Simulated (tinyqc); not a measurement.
Carbon nanotube by zone folding, step by step. Values are carried at full precision from step to step, so a last printed digit may differ when a step is redone from the rounded ones.

Circumference C = n a1 + m a2, a = sqrt3 acc; d = a sqrt(n^2 + nm + m^2)/pi; tan(theta) = sqrt3 m/(2n + m); dR = gcd(2n + m, 2m + n); T = t1 a1 + t2 a2 with t1 = (2m + n)/dR, t2 = -(2n + m)/dR, |T| = sqrt3 pi d/dR; N = 2 (n^2 + nm + m^2)/dR hexagons a cell. On cutting line mu = 0 to N - 1 at x = k|T|/(2 pi) the phases are p1 = 2 pi (-t2 mu + m x)/N, p2 = 2 pi (t1 mu - n x)/N, and E = -/+ t |1 + exp(i p1) + exp(i p2)|.

Values chosen for the exercise (near those used for carbon; not measured data):
```
symbol  value  unit      meaning
n       18               chiral index
m       0                chiral index
acc     1.42   angstrom  bond length
t       2.85   eV        hopping
mu      13               cutting line
x       0.48             position on the line
```

## Geometry

Form d, theta, dR, t1, t2, N and |T|, and (n - m) mod 3.

d = 14.092 angstrom
theta = 0.00 degrees

dR, t1, t2, N: 18  1  -2  36

|T| = 4.260 angstrom
(n - m) mod 3 = 0

A cutting line passes through K: metallic in zone folding; zigzag, 72 atoms a cell.

## One point of one line

Form the phases and the energy.

p1, p2 (rad): 4.53786  0.76096

E of the upper band = 4.4984 eV

## Band edges

The three lowest distinct minima of E along the lines, doubled (the transition between mirror bands), against the cone: 2 t acc j/d with j = 1, 2, 4 for semiconducting and 0, 3, 3 for metallic tubes.

Transitions (eV):
```
order  zone folding    cone
1            0.0000  0.0000
2            1.6278  1.7231
3            1.8010  1.7231
```

Trigonal warping splits the first pair of the metallic tube by 0.1732 eV. Measured optical lines also hold self-energy and exciton terms.

## The small gap from curvature

Rolling tilts the orbitals and moves K off the line: Eg = (3/4) t (acc/d)^2 |cos(3 theta)| in the estimate used here (misalignment of pi orbitals alone).

gap = 21.7 meV

It falls as 1/d^2 and is largest for zigzag tubes.

(tinyqc, `OMP_NUM_THREADS=1 python tinyqc.py 1482094 1482095 out.jsonl`, Intel(R) Xeon(R) Processor @ 2.30GHz, 1 thread, shared host, about 0.01 s.)
